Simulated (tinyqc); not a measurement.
Fermi level and growth conditions: formation energy of a charged point defect from supercell energies. Computed by tinyqc, a small Python program. Command: `OMP_NUM_THREADS=1 python tinyqc.py 3010289 3010290 out.jsonl formation walk`. One thread of a shared host (Intel(R) Xeon(R) Processor @ 2.30GHz), about 0.01 s of CPU time with the checks.

The host is a compound AB. Making the defect adds n_A = -1, n_B = 0 atoms to the cell. All total energies are inputs. E_F is counted from the valence-band maximum (VBM); x = 0 is A-rich and x = 1 B-rich growth.

Inputs (values chosen for the exercise, with gap and screening modelled on CdTe): gap E_g = 1.51 eV; E_VBM of the host cell = 4.577 eV; potential alignment dV = -0.11 eV; dielectric constant eps = 10.3; cell length L = 9.61 angstrom; mu_A of the pure element = -3.639 eV; formation enthalpy dH of AB = -0.679 eV; growth condition x = 0.78.

Defect: vacancy of A. Supercell lattice: sc.

charge states q: [2, 1, 0]

E(defect, q) - E(host), in the order of q (eV): [-5.749, 0.623, 5.779]

Constants: e^2/(4 pi eps_0) = 14.39964548 eV angstrom.

Method:
- dmu_A = x dH and dmu_B = (1 - x) dH, so that dmu_A + dmu_B = dH; mu = mu(element) + dmu.
- The reservoir term is sum n_i mu_i.
- Image-charge correction of a point charge in a neutralising background: E_corr = q^2 alpha e^2/(4 pi eps_0) / (2 eps L), alpha = 2.837297 for a sc array with L the cube root of the volume.
- E_f(q, E_F) = [E(defect, q) - E(host)] - sum n_i mu_i + q (E_VBM + dV + E_F) + E_corr(q).
- Each entry is the lowest E_f over q.

E_f(q, 0) (eV): (q=+2) -0.15810, (q=+1) 1.12776, (q=0) 1.61038

sum n_i mu_i = 4.16862 eV

Lowest formation energy (eV):
```
E_F (eV)  stable q  A-rich, x = 0  x = 0.5  B-rich, x = 1
0.000           +2         0.3715   0.0320        -0.3075
0.189           +2         0.7495   0.4100         0.0705
0.378           +2         1.1275   0.7880         0.4485
0.566           +2         1.5035   1.1640         0.8245
0.755           +2         1.8815   1.5420         1.2025
0.944            0         2.1400   1.8005         1.4610
1.132            0         2.1400   1.8005         1.4610
1.321            0         2.1400   1.8005         1.4610
1.510            0         2.1400   1.8005         1.4610
```

What follows from these numbers?

Going from A-rich to B-rich growth shifts every line by -0.679 eV and moves no transition level. The slope of the envelope is the stable charge, so E_f is highest in the rows from E_F = 0.944 to 1.51 eV, where the neutral state is stable: the defect forms most easily in p-type material. Under B-rich growth E_f turns negative for part of the gap, so in equilibrium E_F cannot enter that part. Caution: the largest image-charge correction in these energies, q^2 alpha e^2/(8 pi eps_0 eps L) with alpha = 2.837297, exceeds a quarter of the gap; the point-charge term alone is then a rough estimate, usually too large for a charge that is spread out. Caution: E_f at E_F = 0 is negative for at least one charge state, so in equilibrium E_F cannot reach the valence-band maximum.

Extremes, crossings and ranges named in words are read from the listed rows.
